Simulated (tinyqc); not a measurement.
From results back to parameters: valley splitting of a silicon quantum well in envelope theory. Two cases, with inputs chosen for the exercise.

Problem. A dot straddles a single atomic step, which shifts the valley phase by theta = q a/4 = pi k0 (k0 in 2 pi/a). With the share t of the electron on the upper terrace, Ev = Ev0 |1 - t + t exp(i theta)|. Ev was computed from a hidden t below one half.

Find: t (1 - t); t; Ev at t = 1/2.

Method. (Ev/Ev0)^2 = 1 - 2 t (1 - t)(1 - cos theta), a quadratic for t; at t = 1/2 the splitting is Ev0 |cos(theta/2)|.

Case 1.

Values chosen (out of a larger set: near those of a strained Si well in SiGe; not measured data): Ev0 = 102 micro-eV (splitting on a flat terrace); k0 = 0.838 2 pi/a (valley position).

Ev = 42.258 micro-eV

Solution.

t (1 - t) = 0.2211
t = 0.33
Ev at t = 1/2 = 25.7 micro-eV

Case 2.

Values chosen (out of a larger set: near those of a strained Si well in SiGe; not measured data): Ev0 = 106 micro-eV (splitting on a flat terrace); k0 = 0.85 2 pi/a (valley position).

Ev = 74.328 micro-eV

Solution.

t (1 - t) = 0.1344
t = 0.16
Ev at t = 1/2 = 24.7 micro-eV

Computed by tinyqc, one run a case: `OMP_NUM_THREADS=1 python tinyqc.py N N+1 out.jsonl` with N = 1280086, 1280125; one thread of a shared Intel(R) Xeon(R) Processor @ 2.30GHz, about 0.1 s a run at most.
